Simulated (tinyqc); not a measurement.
Trap density and scattering coefficient from 1/f noise.

Inverse problem. f S = K0 (1 + ac mu Cox I/gm)^2 with K0 = q^2 Vt lt Nt/(W L Cox^2), Vt in eV and Nt per eV. Find K0, Nt and ac.

Parameters, values chosen for the exercise: temperature T = 273 K; gate length L = 180 nm; total gate width W = 5 um; gate capacitance Cox = 0.96 uF/cm^2; mobility mu = 410 cm^2/(V s); tunnelling length into the oxide lt = 0.1 nm.

Constants: q = 1.602176634e-19 C, kB = 1.380649e-23 J/K, Vt = kB T/q. Results are converted to the units shown.

I/gm at two biases (V): 0.0334589211  0.158125567
f S at these biases (V^2): 4.93264022e-10  5.42199526e-10

Solution. sqrt(f S) is linear in I/gm: the intercept is sqrt(K0), and slope over intercept is ac mu Cox.

K0 = 4.805e-10 V^2
Nt = 6.600e17 cm^-3 eV^-1
ac = 1000 V s/C

Computed by the program tinyqc: `OMP_NUM_THREADS=1 python tinyqc.py 2150036 2150037 out.jsonl`, one thread of a shared Intel Xeon 2.30GHz, about 0.01 s for the whole run.
